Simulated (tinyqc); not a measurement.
Body thickness for a wanted scale length.

Inverse problem. A double-gate structure has tan(pi ti/Lambda) tan(pi ts/(2 Lambda)) = ei/eps_r, both angles below pi/2. Find ts.

Values chosen for this exercise; permittivities: semiconductor close to that of silicon, insulator close to that of hafnium oxide: relative permittivity of the semiconductor eps_r = 11.5; relative permittivity of the insulator ei = 22.3; insulator thickness ti = 3.6 nm.

Lambda = 13.562111 nm

Answer. The condition is explicit in ts: an arctangent, taken between 0 and pi/2.

ts = 9.100 nm

Numbers from tinyqc (`OMP_NUM_THREADS=1 python tinyqc.py 2420170 2420171 out.jsonl`; about 0.01 s on one thread of a shared Intel Xeon 2.30GHz).
